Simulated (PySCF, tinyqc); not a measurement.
CISD on RHF in the sto-3g basis, frozen core, for BeH+, spin multiplicity 1, step by step. The lowest restricted solution is unstable here: a spin-polarised one lies 0.0383 hartree lower (PySCF). Computed by tinyqc, a small Python program that keeps every step (integrals from PySCF). Settings: charge = 1, multiplicity = 1, basis = sto-3g, method = RHF, frozen orbitals = 1, energy threshold = 1e-10, iteration cap = 55, orthogonalisation = symmetric, start = Wolfsberg-Helmholz matrix, DIIS depth = 6, ci = CISD, davidson = 1. Command: `OMP_NUM_THREADS=1 python tinyqc.py 24828 24829 out.jsonl` (the two numbers bound the seeds that draw the settings). One thread of a shared host (Intel(R) Xeon(R) Processor @ 2.60GHz), about 0.2 s of CPU time with the checks. The early iterations of the SCF are left out here.

## One-electron integrals

Geometry (angstrom):

| atom | x | y | z |
|---|---|---|---|
| Be | 0.00000 | 0.00000 | 0.00000 |
| H | 0.00000 | 0.00000 | 2.16700 |

Basis sto-3g: exponents (1/bohr^2) and contraction coefficients of normalised primitives:

| element | l (shell) | exponent | coefficient |
|---|---|---|---|
| Be | s (1) | 30.16787 | 0.15433 |
| Be | s (1) | 5.49512 | 0.53533 |
| Be | s (1) | 1.48719 | 0.44463 |
| Be | s (2) | 1.31483 | -0.09997 |
| Be | s (2) | 0.30554 | 0.39951 |
| Be | s (2) | 0.09937 | 0.70012 |
| Be | p (3) | 1.31483 | 0.15592 |
| Be | p (3) | 0.30554 | 0.60768 |
| Be | p (3) | 0.09937 | 0.39196 |
| H | s (1) | 3.42525 | 0.15433 |
| H | s (1) | 0.62391 | 0.53533 |
| H | s (1) | 0.16886 | 0.44463 |

Overlap, kinetic and nuclear-attraction integrals over the contracted functions; the nuclear repulsion is the sum of Za Zb / Rab.

nuclear repulsion = 0.9767923 hartree

overlap S, lower triangle:
```
          1Be 1s   1Be 2s  1Be 2px  1Be 2py  1Be 2pz    2H 1s
1Be 1s   1.00000
1Be 2s   0.25952  1.00000
1Be 2px  0.00000  0.00000  1.00000
1Be 2py  0.00000  0.00000  0.00000  1.00000
1Be 2pz  0.00000  0.00000  0.00000  0.00000  1.00000
2H 1s    0.01072  0.18992  0.00000  0.00000  0.26274  1.00000
```

kinetic energy T (hartree), lower triangle:
```
           1Be 1s    1Be 2s  1Be 2px  1Be 2py  1Be 2pz    2H 1s
1Be 1s    6.69397
1Be 2s   -0.03301   0.21111
1Be 2px   0.00000   0.00000  0.66059
1Be 2py   0.00000   0.00000  0.00000  0.66059
1Be 2pz   0.00000   0.00000  0.00000  0.00000  0.66059
2H 1s    -0.00443  -0.00024  0.00000  0.00000  0.02566  0.76003
```

nuclear attraction V (hartree), lower triangle:
```
            1Be 1s    1Be 2s   1Be 2px   1Be 2py   1Be 2pz     2H 1s
1Be 1s   -14.80529
1Be 2s    -1.96262  -2.55626
1Be 2px    0.00000   0.00000  -2.52249
1Be 2py    0.00000   0.00000   0.00000  -2.52249
1Be 2pz   -0.00688  -0.07252   0.00000   0.00000  -2.56767
2H 1s     -0.07960  -0.39341   0.00000   0.00000  -0.52981  -2.20326
```

core Hamiltonian H = T + V (hartree), lower triangle:
```
           1Be 1s    1Be 2s   1Be 2px   1Be 2py   1Be 2pz     2H 1s
1Be 1s   -8.11132
1Be 2s   -1.99563  -2.34515
1Be 2px   0.00000   0.00000  -1.86190
1Be 2py   0.00000   0.00000   0.00000  -1.86190
1Be 2pz  -0.00688  -0.07252   0.00000   0.00000  -1.90707
2H 1s    -0.08403  -0.39365   0.00000   0.00000  -0.50415  -1.44323
```

## Two-electron integrals

Functions are numbered as in S; the eight-fold symmetry (ij|kl) = (ji|kl) = (kl|ij) leaves the list below.

Two-electron integrals (ij|kl) in chemists' order, unique and non-zero (hartree):
```
(11|11) 2.29883   (21|11) 0.39204   (21|21) 0.07954   (22|11) 0.57099
(22|21) 0.14304   (22|22) 0.41768   (31|31) 0.01461   (32|31) 0.02189
(32|32) 0.09226   (33|11) 0.56958   (33|21) 0.14308   (33|22) 0.41759
(33|33) 0.44986   (41|41) 0.01461   (42|41) 0.02189   (42|42) 0.09226
(43|43) 0.02425   (44|11) 0.56958   (44|21) 0.14308   (44|22) 0.41759
(44|33) 0.40136   (44|44) 0.44986   (51|51) 0.01461   (52|51) 0.02189
(52|52) 0.09226   (53|53) 0.02425   (54|54) 0.02425   (55|11) 0.56958
(55|21) 0.14308   (55|22) 0.41759   (55|33) 0.40136   (55|44) 0.40136
(55|55) 0.44986   (61|11) 0.01580   (61|21) 0.00322   (61|22) 0.00587
(61|33) 0.00583   (61|44) 0.00583   (61|51) 0.00032   (61|52) 0.00061
(61|55) 0.00596   (61|61) 0.00014   (62|11) 0.06851   (62|21) 0.01757
(62|22) 0.06027   (62|33) 0.05772   (62|44) 0.05772   (62|51) 0.00220
(62|52) 0.01627   (62|55) 0.06530   (62|61) 0.00080   (62|62) 0.01709
(63|31) 0.00114   (63|32) 0.00624   (63|53) 0.00242   (63|63) 0.00106
(64|41) 0.00114   (64|42) 0.00624   (64|54) 0.00242   (64|64) 0.00106
(65|11) 0.08702   (65|21) 0.02248   (65|22) 0.07968   (65|33) 0.07534
(65|44) 0.07534   (65|51) 0.00338   (65|52) 0.02472   (65|55) 0.08828
(65|61) 0.00104   (65|62) 0.02482   (65|65) 0.03642   (66|11) 0.24415
(66|21) 0.06335   (66|22) 0.24107   (66|33) 0.22747   (66|44) 0.22747
(66|51) 0.00685   (66|52) 0.06942   (66|55) 0.26787   (66|61) 0.00286
(66|62) 0.09739   (66|65) 0.14689   (66|66) 0.77461
```

## Orthogonalisation

S = U s U^T; symmetric (Loewdin) form X = U s^(-1/2) U^T, so that X^T S X = 1.

eigenvalues of S: 0.63212  0.81205  1.00000  1.00000  1.17793  1.37789

X, lower triangle:
```
           1Be 1s    1Be 2s  1Be 2px  1Be 2py   1Be 2pz    2H 1s
1Be 1s    1.02704
1Be 2s   -0.13814   1.04243
1Be 2px   0.00000   0.00000  1.00000
1Be 2py   0.00000   0.00000  0.00000  1.00000
1Be 2pz  -0.00346   0.02111  0.00000  0.00000   1.02809
2H 1s     0.01510  -0.10527  0.00000  0.00000  -0.14090  1.04320
```

## Iteration 9 (converged): orbitals

converged F (hartree), lower triangle:
```
           1Be 1s    1Be 2s   1Be 2px   1Be 2py   1Be 2pz     2H 1s
1Be 1s   -4.95838
1Be 2s   -1.39248  -0.83086
1Be 2px   0.00000   0.00000  -0.10717
1Be 2py   0.00000   0.00000   0.00000  -0.10717
1Be 2pz   0.01403  -0.07026   0.00000   0.00000  -0.17138
2H 1s    -0.05755  -0.26670   0.00000   0.00000  -0.23146  -0.36284
```

Diagonalise F' = X^T F X, C = X C', fill 2 alpha and 2 beta electrons from the bottom; D = 2 C_occ C_occ^T. Each column has its largest component positive (the first on a tie).

F' = X^T F X (hartree), lower triangle:
```
          1         2         3         4         5         6
1  -4.85175
2  -0.69479  -0.54583
3   0.00000   0.00000  -0.10717
4   0.00000   0.00000   0.00000  -0.10717
5   0.01474  -0.03363   0.00000   0.00000  -0.12313
6   0.03378  -0.18266   0.00000   0.00000  -0.17499  -0.28152
```

orbital energies (hartree): MO1 -4.96110, MO2 -0.59683, MO3 -0.24787, MO4 -0.10717, MO5 -0.10717, MO6 0.00358

coefficients C:
```
              MO1       MO2       MO3      MO4       MO5       MO6
1Be 1s    0.99308  -0.21361  -0.19426  0.00000   0.00000  -0.06742
1Be 2s    0.02559   0.73445   0.70614  0.00000   0.00000   0.28029
1Be 2px   0.00000   0.00000   0.00000  0.10092   0.99490   0.00000
1Be 2py   0.00000   0.00000   0.00000  0.99490  -0.10092   0.00000
1Be 2pz  -0.00201   0.21674  -0.49379  0.00000   0.00000   0.88683
2H 1s    -0.00235   0.50378  -0.54173  0.00000   0.00000  -0.75641
```

D after iteration 9, lower triangle:
```
           1Be 1s   1Be 2s  1Be 2px  1Be 2py  1Be 2pz    2H 1s
1Be 1s    2.06369
1Be 2s   -0.26294  1.08015
1Be 2px   0.00000  0.00000  0.00000
1Be 2py   0.00000  0.00000  0.00000  0.00000
1Be 2pz  -0.09658  0.31826  0.00000  0.00000  0.09396
2H 1s    -0.21990  0.73989  0.00000  0.00000  0.21839  0.50761
```

Within a degenerate level the vectors are fixed only up to a rotation; this is one choice.

## Convergence

Stop when the energy changes by less than 1e-10 hartree and every element of the error matrix X^T (F D S - S D F) X is below 3e-06.

Course of the cycle:

| iteration | E (hartree) | change | largest element of the error matrix |
|---|---|---|---|
| 1 | -14.4293218 | - | 1.96e-01 |
| 2 | -14.4999240 | -7.06e-02 | 6.85e-02 |
| 3 | -14.5323681 | -3.24e-02 | 5.98e-02 |
| 4 | -14.5525011 | -2.01e-02 | 2.11e-02 |
| 5 | -14.5535593 | -1.06e-03 | 7.10e-03 |
| 6 | -14.5537328 | -1.74e-04 | 2.64e-03 |
| 7 | -14.5537547 | -2.18e-05 | 5.65e-04 |
| 8 | -14.5537557 | -1.04e-06 | 8.46e-07 |
| 9 | -14.5537557 | -1.07e-12 | 4.27e-07 |

PySCF RHF in the same basis = -14.5537557 hartree

Converged in 9 iterations.

## Integrals over molecular orbitals

(pq|rs) = sum C_ip C_jq C_kr C_ls (ij|kl), one index at a time.

one-electron integrals over orbitals h = C^T H C (hartree), lower triangle:
```
          1         2         3         4         5         6
1  -8.10202
2   0.18701  -1.87060
3   0.18368  -0.15467  -1.75351
4   0.00000   0.00000   0.00000  -1.86190
5   0.00000   0.00000   0.00000   0.00000  -1.86190
6   0.03867  -0.23832   0.15109   0.00000   0.00000  -1.67180
```

Two-electron integrals over orbitals (pq|rs), unique and non-zero (hartree); the lowest 1 orbital is frozen and left out:
```
(22|22) 0.40884    (32|22) -0.05425   (32|32) 0.09653    (33|22) 0.34115
(33|32) 0.00679    (33|33) 0.38860    (42|42) 0.04988    (43|42) 0.03802
(43|43) 0.04354    (44|22) 0.34084    (44|32) 0.06326    (44|33) 0.35246
(44|44) 0.44986    (52|52) 0.04988    (53|52) 0.03802    (53|53) 0.04354
(54|54) 0.02425    (55|22) 0.34084    (55|32) 0.06326    (55|33) 0.35246
(55|44) 0.40136    (55|55) 0.44986    (62|22) 0.00402    (62|32) 0.05998
(62|33) -0.02362   (62|44) 0.06712    (62|55) 0.06712    (62|62) 0.10221
(63|22) 0.05390    (63|32) -0.09471   (63|33) -0.01933   (63|44) -0.05362
(63|55) -0.05362   (63|62) -0.05800   (63|63) 0.11093    (64|42) 0.01931
(64|43) 0.00170    (64|64) 0.02038    (65|52) 0.01931    (65|53) 0.00170
(65|65) 0.02038    (66|22) 0.41212    (66|32) -0.04865   (66|33) 0.37140
(66|44) 0.35084    (66|55) 0.35084    (66|62) -0.00535   (66|63) 0.04089
(66|66) 0.43893
```

## CISD: determinants and Hamiltonian

one-electron integrals dressed by the frozen orbital, h + 2 (pq|11) - (p1|1q) (hartree), lower triangle:
```
          2         3         4         5         6
2  -1.00567
3   0.05425  -0.83365
4   0.00000   0.00000  -0.73899
5   0.00000   0.00000   0.00000  -0.73899
6  -0.00402  -0.04783   0.00000   0.00000  -0.71845
```

energy of the frozen orbital, 2 h_11 + (11|11) = -13.9280451 hartree

Hartree-Fock energy = -14.5537557 hartree

Slater-Condon rules over spin orbitals, with the nuclear repulsion and the energy of the frozen orbital added and E(HF) subtracted on the diagonal. Only determinants linked to the reference directly or through others are kept (one block of an abelian symmetry group), so some states are absent.

Occupation strings over the orbitals (2 doubly, a alpha, b beta, 0 empty; spin orbitals ordered 1a 1b 2a 2b ...): 220000 2ab000 2a000b 2ba000 2b000a 202000 20a00b 200200 200020 20b00a 200002

H - E(HF) between determinants (hartree), lower triangle:
```
          220000    2ab000    2a000b    2ba000    2b000a    202000    20a00b    200200
220000   0.00000
2ab000   0.00000   0.10434
2a000b   0.00000   0.00608   0.29050
2ba000   0.00000  -0.09653  -0.05998   0.10434
2b000a   0.00000  -0.05998  -0.10221   0.00608   0.29050
202000   0.09653   0.06104  -0.09471  -0.06104   0.09471   0.32381
20a00b   0.05998  -0.09471   0.00560   0.02764   0.05800  -0.06716   0.42180
200200   0.04988   0.03802   0.01931  -0.03802  -0.01931   0.04354   0.00170   0.57439
200020   0.04988   0.03802   0.01931  -0.03802  -0.01931   0.04354   0.00170   0.02425
20b00a  -0.05998   0.02764   0.05800  -0.09471   0.00560   0.06716  -0.11093  -0.00170
200002   0.10221  -0.05800  -0.00936   0.05800   0.00936   0.11093  -0.00694   0.02038

          200020   20b00a   200002
200020   0.57439
20b00a  -0.00170  0.42180
200002   0.02038  0.00694  0.60453
```

## CISD: roots

Diagonalise (each vector has its largest component positive (the first on a tie)); all determinants have Ms = 0, so triplets appear too. The lowest singlet root is the correlation energy.

lowest roots of this matrix, relative to E(HF) (hartree): -0.06138  -0.01474  0.07800  0.16405  0.22906  0.35766  0.46130  0.55014

lowest vectors:
```
          root 1   root 2    root 3    root 4
220000   0.92857  0.00000  -0.14685   0.00000
2ab000   0.01602  0.68270   0.54956  -0.08372
2a000b  -0.07418  0.14615  -0.22716   0.62954
2ba000  -0.01602  0.68270  -0.54956  -0.08372
2b000a   0.07418  0.14615   0.22716   0.62954
202000  -0.28190  0.00000  -0.44770   0.00000
20a00b  -0.12970  0.11208   0.07876  -0.31092
200200  -0.04548  0.00000  -0.02179   0.00000
200020  -0.04548  0.00000  -0.02179   0.00000
20b00a   0.12970  0.11208  -0.07876  -0.31092
200002  -0.09478  0.00000   0.23958   0.00000
```

<S^2> of these roots: 0.00000  2.00000  0.00000  2.00000  0.00000  2.00000  0.00000  0.00000

weight of the ground state by excitation level 0, 1, 2, ...: 0.86225  0.01152  0.12623

The reference has a weight of only 0.86: one determinant is a poor start here. A root of higher spin lies below E(HF).

## The lowest root by the Davidson method

Start from the reference; add the residual divided by (theta - H_ii), orthogonalised, at each step.

Davidson iterations:

| iteration | subspace | lowest Ritz value (hartree) | residual norm |
|---|---|---|---|
| 1 | 1 | 0 | 1.79e-01 |
| 2 | 2 | -0.0563768 | 4.19e-02 |
| 3 | 3 | -0.0605151 | 1.68e-02 |
| 4 | 4 | -0.0612660 | 7.74e-03 |
| 5 | 5 | -0.0613526 | 2.80e-03 |
| 6 | 6 | -0.0613782 | 3.84e-05 |
| 7 | 7 | -0.0613782 | 1.32e-16 |
